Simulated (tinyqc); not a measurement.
Electrons shared among three sets of ellipsoidal valleys, step by step. Values are carried at full precision from step to step, so a last printed digit may differ when a step is redone from the rounded ones.

Constants: hbar^2/2m0 = 3.80998211 eV angstrom^2; kB = 8.617333262e-05 eV/K.

Inputs chosen for the exercise (masses and offsets near those of Ge; mobilities are free inputs, held fixed; shifted at random, so the results belong to these values and not to a real crystal):
- ml = (1.542, 0.042, 0.866) m0 (longitudinal masses of L, Gamma, Delta)
- mt = (0.0842, 0.042, 0.1905) m0 (transverse masses)
- M = (4, 1, 6) (valleys in each set)
- T = 300 K
- dE = (0, 0.111, 0.211) eV (edges of L, Gamma, Delta above the first)
- n = 4e+19 1/cm^3 (total electron density)
- mu = (4000, 21000, 1100) cm^2/(V s) (mobility of each set)

## Masses of each set

One valley: m_d = (ml mt^2)^(1/3). Whole set: m_de = M^(2/3) m_d. Mean over three axes: 1/m_c = (1/ml + 2/mt)/3. Anisotropy K = ml/mt.

m_d, m_de, m_c (m0) and K of each set:

| set | m_d | m_de | m_c | K |
|---|---|---|---|---|
| L | 0.2219 | 0.5593 | 0.1229 | 18.31 |
| Gamma | 0.0420 | 0.0420 | 0.0420 | 1.00 |
| Delta | 0.3156 | 1.0420 | 0.2574 | 4.55 |

m_de/m_c is 4.55 for L, 1.00 for Gamma, 4.05 for Delta: many anisotropic valleys give many states at a light conductivity mass. m_c is the mean over three axes; a set that holds only some of the equivalent valleys conducts with a mass that depends on direction.

## Effective densities of states

N_i = M_i times N = 2 (m kB T/(4 pi c))^(3/2) with c = hbar^2/2m0, in 1/angstrom^3; times 1e24 for 1/cm^3, with m = (ml mt^2)^(1/3).

kT = 0.025852 eV

N_i (1/cm^3): L 1.0495e+19, Gamma 2.1600e+17, Delta 2.6692e+19

## Fermi level and populations

F_j(eta) = (1/Gamma(j + 1)) integral_0^infinity x^j dx/(1 + exp(x - eta)), which tends to exp(eta) for eta << 0.

Solve n = sum_i N_i F_1/2((EF - dE_i)/kT), energies from the edge of the first set.

EF = 0.0676 eV

eta_i: L 2.61, Gamma -1.68, Delta -5.55

n_i (1/cm^3): L 3.99e+19, Gamma 3.78e+16, Delta 1.04e+17

shares: L 0.9965, Gamma 0.0009, Delta 0.0026

L holds most electrons (99.6 %). Boltzmann weights N_i exp(-dE_i/kT) would give Gamma a share of 0.0003.

## Drift and Hall mobility of the mixture

With f_i the shares, mu_drift = sum f_i mu_i; low-field Hall mobility mu_H = sum f_i mu_i^2/mu_drift (scattering and anisotropy factors set to 1); the Hall density is n mu_drift/mu_H; rho = 1/(e n mu_drift), e = 1.602176634e-19 C.

mu_drift = 4009 cm^2/(V s)
mu_H = 4082 cm^2/(V s)
Hall density = 3.93e+19 1/cm^3
rho = 3.89e-05 ohm cm

A Hall measurement would read 98.2 % of the true density. The mobilities are of the size met in pure crystals; at this density impurities would cut them and raise rho, by a factor of two to ten or more depending on crystal and density.

## Checks

- Share of Gamma at n = 1e10 1/cm^3 against the Boltzmann weight: both 0.0002807.

(tinyqc, `OMP_NUM_THREADS=1 python tinyqc.py 1652364 1652365 out.jsonl`, Intel(R) Xeon(R) Processor @ 2.30GHz, 1 thread, shared host, about 0.02 s.)
